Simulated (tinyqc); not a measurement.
# Partial widths from the peak

Question. A Breit-Wigner resonance has total width G = GL + GR and peak transmission Tp = 4 GL GR/G^2. GR is known to be the larger. Find GL, GR and the lifetime hbar/G.

Constants: q = 1.602176634e-19 C, hbar = 1.054571817e-34 J s. Results are converted to the units shown.

G = 18.528851 meV
Tp = 0.87862399

Solution. GL and GR have the sum G and the product Tp G^2/4, so they are (G/2)(1 +/- sqrt(1 - Tp)).

GL = 6.04 meV
GR = 12.5 meV
lifetime = 35.5 fs

Numbers from tinyqc (`OMP_NUM_THREADS=1 python tinyqc.py 2600055 2600056 out.jsonl`; about 0.07 s on one thread of a shared Intel Xeon 2.30GHz).
